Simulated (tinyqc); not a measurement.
# Planar metal-insulator-metal capacitor: capacitance, non-linearity, leakage and relaxation: effects of single changes

A film between two metal electrodes, each interface adding a series capacitance ci. The small-signal permittivity is ek (1 + aq E^2); the field is found with the linear permittivity. Leakage J = J0 sinh(E/Ef). After a voltage step the film passes a relaxation current kr C V tt^(-nr), tt being the time in seconds.

Inputs (values chosen for the exercise); permittivity of the order of that of titanium dioxide:
```
symbol    value       unit                                                             meaning
ek         72.6                                              relative permittivity of the film
t            15         nm                                                      film thickness
ci         1000    uF/cm^2  capacitance of each electrode interface (dead layer and screening)
aq        0.034  cm^2/MV^2                     quadratic field coefficient of the permittivity
V             1          V                                                                bias
nr         0.94                                             exponent of the relaxation current
kr      0.00035                                                     strength of the relaxation
J0      3.4e-10     A/cm^2                                                   leakage prefactor
Ef         0.33      MV/cm                             field for an e-fold rise of the leakage
t0         2e-8          s                                         duration of the write pulse
```

Constants: eps0 = 8.8541878128e-14 F/cm where lengths are in cm. Results are converted to the units shown.

Each table varies one quantity; the others keep the values above.

## Capacitance, non-linearity and leakage against thickness

Planar film: Cf = eps0 ek/t, 1/C = 1/Cf + 2/ci, EOT = 3.9 eps0/C, effective permittivity C t/eps0, E = (V/t) C/Cf; quadratic coefficient [C(V)/C - 1]/V^2 with Cf (1 + aq E^2) in C(V).

Capacitance, non-linearity and leakage against thickness:
```
t (nm)  C (uF/cm^2)  EOT (nm)  effective permittivity  E (MV/cm)  quadratic coefficient (ppm/V^2)  J (A/cm^2)
3.6           17.24    0.2003                   70.10      2.682                          2.342e5    5.755e-7
5.1           12.29    0.2809                   70.81      1.913                          1.209e5    5.591e-8
7.2           8.771    0.3937                   71.33      1.365                          6.213e4    1.062e-8
10            6.347    0.5441                   71.68     0.9873                          3.271e4    3.378e-9
15            4.249    0.8127                   71.98     0.6610                          1.473e4    1.237e-9
21            3.042     1.135                   72.16     0.4733                             7570   6.729e-10
30            2.134     1.618                   72.29     0.3319                             3730   4.026e-10
42            1.526     2.263                   72.38     0.2374                             1910   2.662e-10
60            1.069     3.230                   72.44     0.1663                            938.4   1.787e-10
```

What does the comparison show?

C falls from 17.2 to 1.07 uF/cm^2 while the effective permittivity goes from 70.1 to 72.4 (ek = 72.6). EOT is a straight line in t with slope 3.9/ek = 0.0537 and intercept 0.00691 nm. The quadratic coefficient goes as t^(-1.90) between the first two rows and t^(-1.99) between the last two (-2 without interfaces), and J falls by 3.51 decades. For t = 3.6 direct tunnelling, left out, would add to the leakage.

## Charge lost after writing

Planar film: Cf = eps0 ek/t, 1/C = 1/Cf + 2/ci, EOT = 3.9 eps0/C, effective permittivity C t/eps0, E = (V/t) C/Cf. A capacitor written for t0 and then left open loses, as a share of C V, kr (tt^(1 - nr) - t0^(1 - nr))/(1 - nr) by relaxation and J tt/(C V) by leakage; both are taken as small, and rows far outside that range are left out.

The same in every row: leakage current (nA/cm^2) = 1.2370.

Results:
```
tt (s)  relaxation current (nA/cm^2)  loss by relaxation (%)  loss by leakage (%)  total loss (%)
1e-6                        6.4917e5                0.053272            2.9113e-8        0.053272
1e-5                           74534                0.090997            2.9113e-7        0.090997
0.001                         982.55                 0.18404            2.9113e-5         0.18407
0.01                          112.81                 0.24114            2.9113e-4         0.24143
0.1                           12.953                 0.30670            0.0029113         0.30961
1                             1.4872                 0.38197             0.029113         0.41108
10                           0.17075                 0.46839              0.29113         0.75953
100                         0.019604                 0.56762               2.9113          3.4789
```

Estimate the missing row, tt = 0.0001 s.

Computed row:
```
tt (s)  relaxation current (nA/cm^2)  loss by relaxation (%)  loss by leakage (%)  total loss (%)
0.0001                        8557.7                 0.13431            2.9113e-6         0.13431
```

With this row back in the table: The two currents are equal at tt = 1.22 s. The loss by relaxation grows from 0.0533 to 0.568 %, by 0.0377 points over the first decade and 0.0992 over the last, while the loss by leakage grows tenfold a decade. Leakage is the larger loss for tt = 100 s.

Computed by the program tinyqc: `OMP_NUM_THREADS=1 python tinyqc.py 2102099 2102100 out.jsonl`, one thread of a shared Intel Xeon 2.30GHz, about 0.01 s for the whole run.
